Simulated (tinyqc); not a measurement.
Inside a calculation. Method: Hubbard chain of 4 sites. One step of it, computed by the program tinyqc.

Task: Mean-field iteration 1. H(up) = T + U n(down), H(down) = T + U n(up); fill the lowest levels; n(new) = n + mixing (n(out) - n); E = tr T (rho up + rho down) + U sum n_up n_down of the output.

one-body matrix (hopping and site energies) (eV), lower triangle:
```
           1          2          3         4
1   0.000000
2  -0.650000   0.000000
3   0.000000  -0.650000   0.000000
4   0.000000   0.000000  -0.650000  0.000000
```

U = 10.800000 eV

electrons, up and down: 2  2

mixing = 0.200000

n(up) at the start (a guess, not normalised): 1 0.550000, 2 0.450000, 3 0.550000, 4 0.450000

n(down) at the start (a guess): 1 0.450000, 2 0.550000, 3 0.450000, 4 0.550000

Give: levels, up; levels, down; energy; n(up) after iteration 1; n(down) after iteration 1.

Result:

levels, up (eV): 4.218  4.727  6.073  6.582

levels, down (eV): 4.218  4.727  6.073  6.582

energy = 4.104 eV

n(up) after iteration 1: 1 0.611, 2 0.405, 3 0.595, 4 0.389

n(down) after iteration 1: 1 0.389, 2 0.595, 3 0.405, 4 0.611
